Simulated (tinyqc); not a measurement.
Worked calculation: plane-wave Kohn-Sham cycle with exchange-only LDA in a layered model solid. One step of it, computed by the program tinyqc.

Question. Iteration 2: levels at that k. Diagonalise the Hermitian matrix.

H (hartree), order -3, -2, -1, +0, +1, +2, +3:
```
[[2.070714, -0.094375, -0.000246, -0.000048, 0.000000, 0.000001, 0.000000],
 [-0.094375, 0.772981, -0.094375, -0.000246, -0.000048, 0.000000, 0.000001],
 [-0.000246, -0.094375, 0.021661, -0.094375, -0.000246, -0.000048, 0.000000],
 [-0.000048, -0.000246, -0.094375, -0.183244, -0.094375, -0.000246, -0.000048],
 [0.000000, -0.000048, -0.000246, -0.094375, 0.158265, -0.094375, -0.000246],
 [0.000001, 0.000000, -0.000048, -0.000246, -0.094375, 1.046188, -0.094375],
 [0.000000, 0.000001, 0.000000, -0.000048, -0.000246, -0.094375, 2.480525]]
```

Give: eigenvalues.

Answer.

eigenvalues (hartree): [-0.2411, 0.0390, 0.1768, 0.7780, 1.0500, 2.0776, 2.4867]
